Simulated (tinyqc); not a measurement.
What moves the results: heavy doping: gap narrowing, degeneracy and the minority density. A value that a table varies takes the place of the one given here.

F_j(eta) = (1/Gamma(j + 1)) integral_0^infinity x^j dx/(1 + exp(x - eta)), which tends to exp(eta) for eta << 0.

Empirical narrowing (Slotboom form, constants chosen for the exercise; published fits of this form give the apparent narrowing, here it is taken as the true one): dEg = E0 [ln(N/N0) + sqrt(ln(N/N0)^2 + C)].

Majority: N = Nc F_1/2(eta), eta the distance of EF beyond the majority band edge in kT. Degeneracy factor gam = F_1/2(eta)/exp(eta). ni0^2 = Nc Nv exp(-Eg/kT); product n p = ni0^2 gam exp(dEg/kT), dEg the true narrowing; apparent narrowing dEa = dEg + kT ln gam; minority density = n p/N.

Bipolar transistor with N as emitter doping: beta = K (N/NB) exp((dEa_B + dG - dEa_E)/kT), dEa_E = dEg(N) + kT ln gam, dEa_B = dEg(NB). For the sweep in T, Nc is scaled as (T/T0)^(3/2) from its value at T0 = T.

Constants: kB = 8.617333262e-05 eV/K.

Inputs chosen for the exercise (gap and densities of states near those of InP at this temperature; narrowing constants of the size fitted for Si, not for this material; shifted at random, so the results belong to these values and not to a real crystal):

| symbol | value | unit | meaning |
|---|---|---|---|
| Eg | 1.353 | eV | gap |
| Nc | 5.57e+17 | 1/cm^3 | conduction-band density of states |
| Nv | 1.22e+19 | 1/cm^3 | valence-band density of states |
| T | 300 | K |  |
| E0 | 9.2 | meV | narrowing scale |
| N0 | 1.2e+17 | 1/cm^3 | onset density |
| C | 0.5 |  | smoothing constant |
| N | 3e+16 | 1/cm^3 | ionised donors, equal to the majority density |
| NB | 9e+15 | 1/cm^3 | base doping |
| K | 2.5 |  | ratio (D_B W_E)/(D_E W_B) |
| dG | 50 | meV | extra narrowing of the base by alloying |

## Narrowing against degeneracy

N takes the values listed; the last column is N over the factor gam exp(dEg/kT), the doping that a simple model would need to give the same minority density.

Results:

| N (1/cm^3) | eta | gam | dEg (meV) | dEa (meV) | minority (1/cm^3) | effective doping (1/cm^3) |
|---|---|---|---|---|---|---|
| 2.0e+15 | -5.63 | 0.999 | 0.6 | 0.5 | 0.0647 | 1.96e+15 |
| 6.0e+15 | -4.53 | 0.996 | 0.8 | 0.7 | 0.0217 | 5.85e+15 |
| 2.0e+16 | -3.31 | 0.987 | 1.2 | 0.9 | 0.00656 | 1.93e+16 |
| 6.0e+16 | -2.19 | 0.963 | 2.7 | 1.7 | 0.00226 | 5.61e+16 |
| 2.0e+17 | -0.90 | 0.881 | 12.7 | 9.5 | 0.000913 | 1.39e+17 |
| 6.0e+17 | 0.45 | 0.687 | 31.0 | 21.3 | 0.000481 | 2.63e+17 |
| 2.0e+18 | 2.49 | 0.298 | 52.6 | 21.2 | 0.000144 | 8.79e+17 |
| 4.0e+18 | 4.30 | 0.0974 | 65.2 | 5.0 | 3.84e-05 | 3.30e+18 |
| 1.0e+19 | 8.19 | 0.00499 | 81.9 | -55.1 | 1.50e-06 | 8.43e+19 |

dEg grows steadily to 81.9 meV, while the apparent value peaks at 21.3 meV for N = 6e+17 and falls to -55.1 meV as the Fermi level enters the band. N grows by a factor 30 from the third to the sixth row and the effective doping by 13.6.

## Current gain against temperature

Gain:

| T (K) | beta | beta with dG = 0 | without narrowing |
|---|---|---|---|
| 150 | 399 | 8.34 | 8.33 |
| 200 | 151 | 8.29 | 8.33 |
| 250 | 84.3 | 8.27 | 8.33 |
| 300 | 57.2 | 8.27 | 8.33 |
| 350 | 43.4 | 8.27 | 8.33 |
| 400 | 35.3 | 8.27 | 8.33 |
| 450 | 30.0 | 8.27 | 8.33 |

dEa_B + dG - dEa_E at T0 = 49.8 meV

beta is 399 at 150 K and 30 at 450 K, since the net exponent is positive: the gap is narrower in the base. At 300 K narrowing and degeneracy change the gain by a factor 0.992 and alloying the base by 6.92.

## What moves the minority density and the gain

All results formed anew. Each row changes one parameter from the base and keeps the others.

Results:

| case | dEg (meV) | dEa (meV) | minority (1/cm^3) | beta |
|---|---|---|---|---|
| base | 1.56 | 1.07 | 0.00440 | 57.2 |
| N = 6e+16 1/cm^3 | 2.73 | 1.75 | 0.00226 | 111 |
| E0 = 11.04 meV | 1.88 | 1.38 | 0.00446 | 56.9 |
| N0 = 2.4e+17 1/cm^3 | 1.08 | 0.58 | 0.00432 | 57.9 |
| Eg = 1.373 eV | 1.56 | 1.07 | 0.00203 | 57.2 |
| Nc = 7.24e+17 1/cm^3 | 1.56 | 1.18 | 0.00575 | 57.0 |
| NB = 1.8e+16 1/cm^3 | 1.56 | 1.07 | 0.00440 | 28.9 |

The largest shifts from the base row, up to three for each result and ties (the steps differ in size, so this ranks the rows, not the parameters). dEg (meV): N +1.17, N0 -0.49, E0 +0.31; unchanged at the printed digits by Eg, Nc and NB. dEa (meV): N +0.68, N0 -0.49, E0 +0.31; unchanged at the printed digits by Eg and NB. minority (1/cm^3): Eg -0.00237, N -0.00214, Nc +0.00135; unchanged at the printed digits by NB. beta: N +54.2, NB -28.3, N0 +0.686; unchanged at the printed digits by Eg.

(tinyqc, `OMP_NUM_THREADS=1 python tinyqc.py 1650492 1650493 out.jsonl`, Intel(R) Xeon(R) Processor @ 2.30GHz, 1 thread, shared host, about 0.01 s.)
